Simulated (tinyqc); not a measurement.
Changing the deposition temperature T_d: thermal stress, cracking, delamination and buckling of a thin film; Griffith cracks and misfitting inclusions. Computed by tinyqc, a small Python program. Command: `OMP_NUM_THREADS=1 python tinyqc.py 3016131 3016132 out.jsonl filmcrack sweep`. One thread of a shared host (Intel(R) Xeon(R) Processor @ 2.30GHz), about 0.01 s of CPU time with the checks.

Isotropic linear elasticity; the substrate is much thicker than the film; stress is positive in tension.

Inputs (values chosen for the exercise, modelled on a tungsten film on silicon):
```
quantity                       value        unit
film Young's modulus E           412         GPa
film Poisson ratio nu           0.29           -
film expansion alpha_f          4.48      1e-6/K
substrate expansion alpha_s      3.1      1e-6/K
final temperature T              300           K
intrinsic stress                 960         MPa
film thickness h                0.96  micrometre
substrate Young's modulus E_s    165         GPa
substrate Poisson ratio nu_s    0.26           -
inclusion radius R               2.6  micrometre
```

Inclusion: long cylinder (a filled via).

Method. Thermal strain = (alpha_f - alpha_s)(T_d - T); stress = E/(1 - nu) x strain + intrinsic stress; plane-strain modulus Ebar = E/(1 - nu^2); G0 = stress^2 h/(2 Ebar) is the energy freed per area when a long strip loses its stress across its width. Film material fills a long cylinder of radius R in the substrate, with the misfit e = thermal strain (it wants to shrink if e > 0). With the axial strain held by the substrate, s0 = (1 + nu) e/[(1 + nu)(1 - 2 nu)/E + (1 + nu_s)/E_s]; inside s_rr = s_tt = s0 and s_zz = E e + 2 nu s0; outside s_rr = s0 (R/r)^2, s_tt = -s_rr. Keep-out radius: where |s_rr| falls to 10 MPa (R if it is lower at the wall).

One run for each value; columns: (1) deposition temperature T_d (K); (2) film stress (MPa); (3) G0 (J/m^2); (4) radial stress at the wall s0 (MPa); (5) keep-out radius (micrometre):
```
(1)     (2)     (3)     (4)     (5)
350  1000.0  1.0672    9.94  2.6000
426  1060.9  1.2010   25.06  4.1157
502  1121.8  1.3427   40.17  5.2112
579  1183.4  1.4944   55.49  6.1244
655  1244.3  1.6521   70.60  6.9084
731  1305.1  1.8176   85.71  7.6120
808  1366.8  1.9934  101.03  8.2641
884  1427.7  2.1749  116.14  8.8607
960  1488.5  2.3643  131.26  9.4196
```

Over the rows, film stress (MPa) rises from 1000 to 1490 (exponent d ln y / d ln x 0.30 between the first rows and 0.51 between the last); G0 (J/m^2) rises from 1.07 to 2.36 (exponent d ln y / d ln x 0.60 between the first rows and 1.0 between the last); radial stress at the wall s0 (MPa) rises from 9.94 to 131 (exponent d ln y / d ln x 4.7 between the first rows and 1.5 between the last). The stress changes by 0.801 MPa per kelvin, E (alpha_f - alpha_s)/(1 - nu).

Extremes, crossings and ranges named in words are read from the listed rows.
